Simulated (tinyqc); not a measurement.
Electrons shared among three sets of ellipsoidal valleys: sweeps and comparisons. A value that a table varies takes the place of the one given here.

F_j(eta) = (1/Gamma(j + 1)) integral_0^infinity x^j dx/(1 + exp(x - eta)), which tends to exp(eta) for eta << 0.

Sets Gamma, L, X: N_i = M_i times N = 2 (m kB T/(4 pi c))^(3/2) with c = hbar^2/2m0, in 1/angstrom^3; times 1e24 for 1/cm^3, m = (ml mt^2)^(1/3); n = sum_i N_i F_1/2((EF - dE_i)/kT), energies from the edge of the first set; mu_drift = sum of share times mobility.

Constants: hbar^2/2m0 = 3.80998211 eV angstrom^2; kB = 8.617333262e-05 eV/K.

Values chosen for the exercise (masses and offsets near those of GaAs; mobilities are free inputs, held fixed; shifted at random, so the results belong to these values and not to a real crystal):
```
symbol  value                   unit        meaning
dE      (0, 0.36, 0.455)        eV          edges of Gamma, L, X above the first
M       (1, 4, 3)                           valleys in each set
ml      (0.069, 1.913, 1.3)     m0          longitudinal masses of Gamma, L, X
mt      (0.069, 0.078, 0.2217)  m0          transverse masses
mu      (7600, 1000, 350)       cm^2/(V s)  mobility of each set
n       5.2e+17                 1/cm^3      total electron density
T       400                     K
```

## Transfer between valleys with temperature

Offsets, masses and mobilities are held fixed; n is fixed too, so the high values of T stand for hot electrons, not for the lattice.

Populations:
```
T (K)  EF (eV)  share Gamma  share L  share X  mu_drift
77      0.0330       1.0000   0.0000   0.0000      7600
150     0.0293       1.0000   0.0000   0.0000      7600
300     0.0137       1.0000   0.0000   0.0000      7600
450    -0.0101       0.9968   0.0027   0.0004      7579
600    -0.0414       0.9680   0.0250   0.0070      7384
900    -0.1373       0.7309   0.1774   0.0916      5764
1200   -0.2838       0.4399   0.3292   0.2309      3753
2000   -0.8010       0.1438   0.4254   0.4308      1669
```

The share of Gamma goes from 1.000 to 0.144 and the mean mobility from 7600 to 1669 cm^2/(V s). Gamma and L hold equal numbers between T = 1200 and 2000 K. The share of X is at most 0.43, and it is the largest set in some rows.

## Transfer between valleys with doping

Parabolic valleys; band tails and gap narrowing are left out.

Populations:
```
n (1/cm^3)  EF (eV)  share Gamma  share L  share X  mu_drift
1.0e+16     -0.1463       0.9992   0.0007   0.0001      7595
1.0e+17     -0.0654       0.9992   0.0007   0.0001      7595
1.0e+18      0.0293       0.9987   0.0011   0.0001      7592
3.0e+18      0.0993       0.9968   0.0029   0.0003      7579
1.0e+19      0.2333       0.9534   0.0419   0.0047      7289
3.0e+19      0.3535       0.5836   0.3659   0.0505      4819
1.0e+20      0.4438       0.2452   0.5825   0.1723      2506
```

The share of Gamma goes from 0.999 to 0.245 and the mean mobility from 7595 to 2506 cm^2/(V s). Gamma and L hold equal numbers between n = 3e+19 and 1e+20 1/cm^3. Where EF lies more than about 0.2 eV up a light valley, its parabolic form fails. The share of X is at most 0.17.

## Moving the second set by strain or alloying

The second entry of dE is replaced by the values listed; a negative value puts that set lowest.

Populations:
```
offset (eV)  EF (eV)  share Gamma  share L  share X  mu_drift
-0.100       -0.2192       0.0023   0.9977   0.0000      1015
-0.050       -0.1695       0.0098   0.9902   0.0000      1065
0.000        -0.1206       0.0403   0.9597   0.0000      1266
0.025        -0.0970       0.0790   0.9209   0.0000      1522
0.050        -0.0747       0.1482   0.8518   0.0000      1978
0.100        -0.0374       0.4087   0.5913   0.0000      3697
0.150        -0.0146       0.7299   0.2700   0.0001      5817
0.200        -0.0051       0.9163   0.0836   0.0001      7048
0.300        -0.0015       0.9948   0.0051   0.0001      7566
```

The share of Gamma goes from 0.002 to 0.995 and the mean mobility from 1015 to 7566 cm^2/(V s). Gamma and L hold equal numbers between offset = 0.1 and 0.15 eV. The share of X is at most 0.0001. With Boltzmann statistics the first two sets are equal at kT ln(N_2/N_1) = 0.1093 eV.

## What moves the populations

All else solved anew. Each row changes one parameter from the base and keeps the others.

Results:
```
case                               EF (eV)  share Gamma  share L  share X  mu_drift (cm^2/(V s))
base                               -0.0013       0.9990   0.0009   0.0001                   7593
T = 450 K                          -0.0101       0.9968   0.0027   0.0004                   7579
n = 1.56e+18 1/cm^3                 0.0539       0.9983   0.0015   0.0002                   7589
dE = (0, 0.288, 0.455) eV          -0.0016       0.9927   0.0072   0.0001                   7552
mt = (0.069, 0.0936, 0.2217) m0    -0.0014       0.9988   0.0011   0.0001                   7592
ml = (0.069, 2.2956, 1.3) m0       -0.0013       0.9989   0.0010   0.0001                   7593
mu = (9120, 1000, 350) cm^2/(V s)  -0.0013       0.9990   0.0009   0.0001                   9112
```

The largest shifts from the base row, up to three for each result and ties (the steps differ in size, so this ranks the rows, not the parameters). EF (eV): n +0.0552, T -0.0087, dE -0.0003; unchanged at the printed digits by ml and mu. share Gamma: dE -0.0063, T -0.0022, n -0.0007; unchanged at the printed digits by mu. share L: dE +0.0063, T +0.0018, n +0.0006; unchanged at the printed digits by mu. share X: T +0.0003, n +0.0001; unchanged at the printed digits by dE, mt, ml and mu. mu_drift (cm^2/(V s)): mu +1518, dE -42, T -14; unchanged at the printed digits by ml.

(tinyqc, `OMP_NUM_THREADS=1 python tinyqc.py 1650756 1650757 out.jsonl`, Intel(R) Xeon(R) Processor @ 2.30GHz, 1 thread, shared host, about 0.01 s.)
